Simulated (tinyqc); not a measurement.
# Polarisation charge from two barrier thicknesses

Inverse problem. Voff = phiB - dEc - q sigma d/(eps0 eb). Find sigma, phiB - dEc and the thickness at which Voff = 0.

Constants: q = 1.602176634e-19 C, eps0 = 8.8541878128e-14 F/cm where lengths are in cm. Results are converted to the units shown.

Voff at d = 15 and 35 nm (V): -5.8604183  -14.575509
eb = 9.2889000

Solution. Voff is a straight line in d: its slope is -q sigma/(eps0 eb) and its intercept phiB - dEc.

sigma = 2.24e13 cm^-2
phiB - dEc = 0.676 V
thickness for Voff = 0 = 1.55 nm

tinyqc, about 0.01 s, one thread, Intel Xeon 2.30GHz (shared host): `OMP_NUM_THREADS=1 python tinyqc.py 2180097 2180098 out.jsonl`
